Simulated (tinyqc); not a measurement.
MOS capacitor on an n-type substrate, surface potential from the exact charge relation: two steps of the calculation.

Uniform n-type substrate, Boltzmann statistics, full ionisation, classical densities. psi is the surface potential against the body (positive when the bands bend down) and u = -psi/Vt. Traps are spread evenly over the gap and neutral at flat band, so their charge is -q Dit psi; the minority quasi-Fermi level is shifted by Vb.

Values chosen for this exercise; band and dielectric values close to those of silicon: temperature T = 300 K; band gap Eg = 1.14 eV; relative permittivity eps_r = 11.8; conduction-band density of states at T Nc = 2.85e19 cm^-3; valence-band density of states at T Nv = 2.61e19 cm^-3; electron affinity chi = 3.98 eV; donor density of the substrate N = 1.6e15 cm^-3; relative permittivity of the gate insulator (close to silicon dioxide) eox = 3.9; insulator thickness tox = 5.7 nm; gate work function phiM = 4.98 eV; fixed charge at the interface, in units of q Nf = -4.8e10 cm^-2; density of interface traps Dit = 0 cm^-2 eV^-1; reverse bias of the inversion layer against the body Vb = 1.9 V; gate voltage against the body Vg = -3.37 V.

Constants: q = 1.602176634e-19 C, kB = 1.380649e-23 J/K, Vt = kB T/q, eps0 = 8.8541878128e-14 F/cm where lengths are in cm. Results are converted to the units shown.

Question 1. Flat band, threshold and scales. ni = sqrt(Nc Nv) exp(-Eg/(2 Vt)), Eg in volts; phiF = Vt ln(N/ni); Cox = eps0 eox/tox; Vfb = phiM - chi - Vt ln(Nc/N) - q Nf/Cox; Q0 = sqrt(2 eps0 eps_r q N Vt); r = (ni/N)^2 exp(-Vb/Vt); VT = Vfb - [(2 phiF + Vb)(1 + q Dit/Cox) + sqrt(2 eps0 eps_r q N (2 phiF + Vb))/Cox].

Find: ni; phiF; Cox; Vfb; Q0; r; VT.

Answer 1.

ni = 7.247e9 cm^-3
phiF = 0.3181 V
Cox = 0.6058 uF/cm^2
Vfb = 0.7597 V
Q0 = 3.721 nC/cm^2
r = 2.475e-43
VT = -1.837 V

Question 2. Newton step for the surface potential. u = -psi/Vt; F^2 = exp(-u) + u - 1 + r (exp(u) - u - 1); Qs = +sign(u) Q0 F; Cs = -dQs/dpsi = (Q0/Vt) |1 - exp(-u) + r (exp(u) - 1)|/(2 F). f = Vfb + psi + (q Dit psi - Qs)/Cox - Vg, f' = 1 + (Cs + q Dit)/Cox, psi(new) = psi - f/f'.

psi after iteration 1 = -3.5638020 V
Cox = 0.60581285 uF/cm^2
Vfb = 0.75966395 V
Q0 = 3.7212824 nC/cm^2
r = 2.4745323e-43

Wanted: u; F; Qs; Cs; f; f'; psi after iteration 2.

Answer 2.

u = 137.9
F = 4.279e8
Qs = 1.592e9 nC/cm^2
Cs = 3.080e7 uF/cm^2
f = -2.629e6 V
f' = 5.084e7
psi after iteration 2 = -3.512 V

This iterate lies far beyond the solution, so its charge is not a physical one.

Program tinyqc, `OMP_NUM_THREADS=1 python tinyqc.py 2060160 2060161 out.jsonl`; Intel Xeon 2.30GHz, shared host, one thread, about 0.01 s.
